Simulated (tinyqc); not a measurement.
Worked calculation: deep level with several charge states, and Shockley-Read-Hall recombination. Values are carried at full precision from step to step, so a last printed digit may differ when a step is redone from the rounded ones.

Energies from Ev. The defect has charge states 0, -1, -2 with weights 1, gm exp((EF - E1)/kT), exp((2 EF - E1 - E2)/kT); the shares are the weights over their sum. Boltzmann carriers: n = Nc exp((EF - Eg)/kT), p = Nv exp(-EF/kT). Neutrality: p - n + Nd + Nt <q> = 0.

Constants: kB = 8.617333262e-05 eV/K.

Inputs chosen for the exercise (gap and densities of states near those of GaN at this temperature; shifted at random, so the results belong to these values and not to a real crystal):
```
symbol  value     unit    meaning
Eg      3.374     eV      gap
Nc      2.09e+18  1/cm^3  conduction-band density of states
Nv      4.93e+19  1/cm^3  valence-band density of states
T       300       K
E1      0.867     eV      level (0/-1) above Ev
E2      2.13      eV      level (-1/-2) above Ev
gm      2                 degeneracy of the middle state, the others 1
Nt      5.9e+15   1/cm^3  defects
Nd      -3.5e+15  1/cm^3  ionised shallow donors minus acceptors
E_try   2.499     eV      trial Fermi level
Et      0.867     eV      recombination level above Ev
sn      1.6e-16   cm^2    electron capture cross-section
sp_     3.8e-15   cm^2    hole capture cross-section
vth     13000000  cm/s    thermal velocity, both carriers
Nm      5.9e+16   1/cm^3  equilibrium holes for the lifetime steps
dn      1e+14     1/cm^3  excess pairs
```

## Charge states at a trial Fermi level

Form the exponents, the shares, the mean charge and the residual of neutrality at EF = E_try.

exponents of the second and third weights: 63.129  77.402

shares: 0 0.0000, -1 0.0000, -2 1.0000

<q> = -2.0000

n, p (1/cm^3): 4.18e+03  5.15e-23

residual = -1.53e+16 1/cm^3

The residual is negative, so EF must fall.

## The neutral state

Solve for EF.

EF = 0.2470 eV

shares at EF: 0 1.000, -1 0.000, -2 0.000

n = 6.14e-35 1/cm^3
p = 3.50e+15 1/cm^3

Without the defects the majority density would be 3.50e+15 1/cm^3; with them the density of these carriers is 3.50e+15, nearly the same. Most defects are in the state 0.

## Recombination through one level

One level at Et with degeneracy 1: tn = 1/(sn vth Nt), tp = 1/(sp_ vth Nt), n1 = Nc exp((Et - Eg)/kT), p1 = Nv exp(-Et/kT), ni^2 = n1 p1. Equilibrium p0 = Nm, n0 = ni^2/Nm; n = n0 + dn, p = p0 + dn. U = (n p - ni^2)/(tp (n + n1) + tn (p + p1)), lifetime dn/U; emission rates en = sn vth n1, ep = sp_ vth p1.

Evaluate each quantity.

tn, tp (microsecond): 0.08149  0.003431

n1, p1 (1/cm^3): 1.60e-24  1.34e+05

U = 1.23e+21 1/(cm^3 s)
lifetime = 0.0815 microsecond

The lifetime is 1.000 times the minority capture time tn and 0.96 times tn + tp, the limit of high injection.

## Emission and generation in a depleted region

With n = p = 0 the level generates pairs at G = Nt en ep/(en + ep); generation lifetime tg = ni/G; current density e G W for a width W = 1 micrometre, e = 1.602176634e-19 C.

en, ep (1/s): 3.33e-33  0.00663

G = 1.96e-17 1/(cm^3 s)
tg = 2.36e+13 microsecond
current density = 3.15e-40 A/cm^2

The slower step, electron emission, limits the rate: en/ep = 5.02e-31.

## Checks

- U against hole capture minus emission at the steady occupation of the level (1/(cm^3 s)): both 1.227e+21.

Run: tinyqc, `OMP_NUM_THREADS=1 python tinyqc.py 1650322 1650323 out.jsonl`; Intel(R) Xeon(R) Processor @ 2.30GHz, one thread, shared host; about 0.01 s of CPU time with all checks.
